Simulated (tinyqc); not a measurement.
Single-domain magnet: Stoner-Wohlfarth switching, Neel-Arrhenius retention, LLG dynamics and spin torque: one step, computed by the program tinyqc. Command: `OMP_NUM_THREADS=1 python tinyqc.py 3022206 3022207 out.jsonl macro walk`. One thread of a shared host (Intel(R) Xeon(R) Processor @ 2.30GHz), about 0.07 s of CPU time with the checks.

The moment is uniform, with unit vector m; z is the easy axis. mu_0 = 1.25663706212e-6 T m/A, gamma = 1.76085963023e11 rad/(s T).

Question. One LLG step. In the time s = gamma mu_0 H_K t: (1 + alpha^2) dm/ds = -m x b - alpha m x (m x b) + a [m x (m x z) - alpha m x z], b = m_z z, a = alpha I/I_c0; Heun steps (Euler predictor, mean of the two slopes) without renormalising; start m = (sin theta_0, 0, cos theta_0), theta_0 = 1/sqrt(2 Delta).

Inputs (values chosen for the exercise, for a model magnet): temperature T = 450 K; damping alpha = 0.022; drive I/I_c0 = 1.5; time step times gamma mu_0 H_K = 0.08.

Shape: prolate spheroid, easy axis along it.

stability factor Delta = 180.7968

Give: m at the start; first slope; predictor; second slope; m after the step.

Answer.

m at the start: [0.0526, 0.0000, 0.9986]

first slope: [0.00058, 0.05250, -0.00003]

predictor: [0.0526, 0.0042, 0.9986]

second slope: [-0.00362, 0.05260, -0.00003]

m after the step: [0.0524, 0.0042, 0.9986]
